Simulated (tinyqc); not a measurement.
# Thermal resistances of a two-die stack

Question. Heat leaves through the lower die only, and the system is linear. Find the resistance R1 from the lower die to the coolant, R2 between the dies, and the rise of the upper die when both are powered.

Inputs (values chosen for the exercise):

| symbol | value | unit | meaning |
|---|---|---|---|
| P1 | 44 | W | power of the lower die |
| P2 | 25 | W | power of the upper die |

rises of the lower and upper die with only the lower one powered (K): [9.68, 9.68]
rises of the lower and upper die with only the upper one powered (K): [5.5, 8.5]

Solution. With only the lower die powered no heat crosses R2, so both dies rise by P1 R1; the difference in the second test is P2 R2; rises add.

R1 = 0.220 K/W
R2 = 0.120 K/W
rise of the upper die = 18.2 K

Computed by the program tinyqc: `OMP_NUM_THREADS=1 python tinyqc.py 2162013 2162014 out.jsonl`, one thread of a shared Intel Xeon 2.30GHz, about 0.02 s for the whole run.
